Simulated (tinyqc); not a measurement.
Inside a calculation. Method: plane-wave Kohn-Sham cycle with exchange-only LDA in a layered model solid. Computed by tinyqc, a small Python program that keeps every step. Settings: points = 16, plane-wave index or count = 2, electrons = 2, k points = 4, area = 9.0, mixing = 0.1, iteration cap = 64. Command: `OMP_NUM_THREADS=1 python tinyqc.py 27838 27839 out.jsonl` (the two numbers bound the seeds that draw the settings). One thread of a shared host (Intel(R) Xeon(R) Processor @ 2.60GHz), about 0.05 s of CPU time with the checks. Later iterations appear only in the table of the cycle.

## Iteration 1: potential

A solid whose potential varies along x alone (atomic units):
```
parameter                      value
period a                   13.900000
cross-section of the cell   9.000000
electrons per cell                 2
grid points                       16
plane waves -n..n, n               2
k points                           4
V1 in V1 cos(2 pi x/a)     -0.230000
```

density at the start, on the grid x_j = j a/N (e/bohr^3): [0.0159872, 0.0159872, 0.0159872, 0.0159872, 0.0159872, 0.0159872, 0.0159872, 0.0159872, 0.0159872, 0.0159872, 0.0159872, 0.0159872, 0.0159872, 0.0159872, 0.0159872, 0.0159872]

V_H(G) = 4 pi rho(G)/G^2 for G != 0 (uniform background); v_x = -(3 rho/pi)^(1/3); V = V_ext + V_H + v_x; Fourier components f(G_m) = (1/N) sum_j f(x_j) exp(-i G_m x_j).

Potentials on the grid (hartree):
```
x            V_ext      V_H       v_x         V
0.00000   -0.23000  0.00000  -0.24807  -0.47807
0.86875   -0.21249  0.00000  -0.24807  -0.46057
1.73750   -0.16263  0.00000  -0.24807  -0.41071
2.60625   -0.08802  0.00000  -0.24807  -0.33609
3.47500          0  0.00000  -0.24807  -0.24807
4.34375    0.08802  0.00000  -0.24807  -0.16006
5.21250    0.16263  0.00000  -0.24807  -0.08544
6.08125    0.21249  0.00000  -0.24807  -0.03558
6.95000    0.23000  0.00000  -0.24807  -0.01807
7.81875    0.21249  0.00000  -0.24807  -0.03558
8.68750    0.16263  0.00000  -0.24807  -0.08544
9.55625    0.08802  0.00000  -0.24807  -0.16006
10.42500         0  0.00000  -0.24807  -0.24807
11.29375  -0.08802  0.00000  -0.24807  -0.33609
12.16250  -0.16263  0.00000  -0.24807  -0.41071
13.03125  -0.21249  0.00000  -0.24807  -0.46057
```

V(G_m), m = 0, 1, 2, ... (hartree): [-0.24807, -0.11500, 0.00000, 0.00000, 0.00000]

## Iteration 1: Hamiltonian at one k

k = 0.12500 2 pi / a

H(m,m') = (k + G_m)^2/2 delta + V(G_m - G_m'), with V(-G) = V(G).

H (hartree), order -2, -1, +0, +1, +2:
$$\begin{pmatrix}
0.11110 & -0.11500 & 0.00000 & 0.00000 & 0.00000 \\
-0.11500 & -0.16985 & -0.11500 & 0.00000 & 0.00000 \\
0.00000 & -0.11500 & -0.24648 & -0.11500 & 0.00000 \\
0.00000 & 0.00000 & -0.11500 & -0.11877 & -0.11500 \\
0.00000 & 0.00000 & 0.00000 & -0.11500 & 0.21326
\end{pmatrix}$$

## Iteration 1: levels at that k

Diagonalise the Hermitian matrix.

eigenvalues (hartree): [-0.37641, -0.18544, -0.05734, 0.15650, 0.25195]

## Iteration 1: new density

Motion across x is left out: the lowest 1 band(s) hold two electrons at each of the k points (j + 1/2)/nk - 1/2. Residual R = rho(out) - rho(in); rho(new) = rho(in) + 0.1 R. rho(out) = 2/(a A nk) sum |psi|^2 with psi = sum c exp(i G x). Harris energy E = band energy - dV sum rho (V_H/2 + v_x) + (3/4) dV sum rho v_x with rho(in), dV = a A/N, band energy = (2/nk) sum of the filled levels.

rho(out) (e/bohr^3): [0.0535197, 0.0467803, 0.0310836, 0.0154870, 0.0056985, 0.0015640, 0.0003634, 0.0001175, 0.0000870, 0.0001175, 0.0003634, 0.0015640, 0.0056985, 0.0154870, 0.0310836, 0.0467803]

density after iteration 1 (e/bohr^3): [0.0197405, 0.0190665, 0.0174969, 0.0159372, 0.0149583, 0.0145449, 0.0144248, 0.0144002, 0.0143972, 0.0144002, 0.0144248, 0.0145449, 0.0149583, 0.0159372, 0.0174969, 0.0190665]

energy per cell = -0.6282307 hartree

## Iteration 2: potential

As before.

Potentials on the grid (hartree):
```
x            V_ext       V_H       v_x         V
0.00000   -0.23000   0.16698  -0.26614  -0.32916
0.86875   -0.21249   0.14974  -0.26308  -0.32583
1.73750   -0.16263   0.10402  -0.25565  -0.31427
2.60625   -0.08802   0.04395  -0.24782  -0.29188
3.47500          0  -0.01612  -0.24263  -0.25876
4.34375    0.08802  -0.06690  -0.24038  -0.21926
5.21250    0.16263  -0.10422  -0.23971  -0.18130
6.08125    0.21249  -0.12679  -0.23958  -0.15388
6.95000    0.23000  -0.13433  -0.23956  -0.14389
7.81875    0.21249  -0.12679  -0.23958  -0.15388
8.68750    0.16263  -0.10422  -0.23971  -0.18130
9.55625    0.08802  -0.06690  -0.24038  -0.21926
10.42500         0  -0.01612  -0.24263  -0.25876
11.29375  -0.08802   0.04395  -0.24782  -0.29188
12.16250  -0.16263   0.10402  -0.25565  -0.31427
13.03125  -0.21249   0.14974  -0.26308  -0.32583
```

V(G_m), m = 0, 1, 2, ... (hartree): [-0.24771, -0.04666, 0.00556, 0.00034, 0.00004]

## Iteration 2: Hamiltonian at one k

k = 0.12500 2 pi / a

As before.

H (hartree), order -2, -1, +0, +1, +2:
$$\begin{pmatrix}
0.11146 & -0.04666 & 0.00556 & 0.00034 & 0.00004 \\
-0.04666 & -0.16949 & -0.04666 & 0.00556 & 0.00034 \\
0.00556 & -0.04666 & -0.24612 & -0.04666 & 0.00556 \\
0.00034 & 0.00556 & -0.04666 & -0.11841 & -0.04666 \\
0.00004 & 0.00034 & 0.00556 & -0.04666 & 0.21362
\end{pmatrix}$$

## Iteration 2: levels at that k

As before.

eigenvalues (hartree): [-0.27888, -0.16612, -0.10380, 0.11949, 0.22037]

## Iteration 2: new density

As before.

rho(out) (e/bohr^3): [0.0403467, 0.0372421, 0.0293028, 0.0196937, 0.0113755, 0.0057416, 0.0026474, 0.0012714, 0.0008996, 0.0012714, 0.0026474, 0.0057416, 0.0113755, 0.0196937, 0.0293028, 0.0372421]

density after iteration 2 (e/bohr^3): [0.0218011, 0.0208841, 0.0186774, 0.0163128, 0.0146001, 0.0136646, 0.0132471, 0.0130874, 0.0130474, 0.0130874, 0.0132471, 0.0136646, 0.0146001, 0.0163128, 0.0186774, 0.0208841]

energy per cell = -0.4423375 hartree

## Convergence

Stop when sqrt(dV sum R^2) is below 1e-8, dV = a A/N.

Course of the cycle:
```
iteration  E (hartree)  norm of the residual
1           -0.6282307              2.10e-01
2           -0.4423375              1.36e-01
3           -0.3873258              4.47e-02
4           -0.3890838              5.16e-02
5           -0.3902433              7.09e-02
6           -0.3959324              7.83e-02
7           -0.3939874              9.05e-02
8           -0.4016238              9.18e-02
9           -0.3946761              9.34e-02
10          -0.4024425              9.34e-02
11          -0.3946747              9.33e-02
...                ...                   ...
54          -0.4024097              9.33e-02
55          -0.3946656              9.33e-02
56          -0.4024097              9.33e-02
57          -0.3946656              9.33e-02
58          -0.4024097              9.33e-02
59          -0.3946656              9.33e-02
60          -0.4024097              9.33e-02
61          -0.3946656              9.33e-02
62          -0.4024097              9.33e-02
63          -0.3946656              9.33e-02
64          -0.4024097              9.33e-02
```

Not converged within 64 iterations: the residual has stopped falling: the iteration swings between two states. Reruns (cap 100 unless said): mixing 0.5, Kerker q0 1.0: not converged; mixing 0.3, Pulay depth 5: converged in 55 (E = -0.38455); the original settings with a cap of 400: not converged.
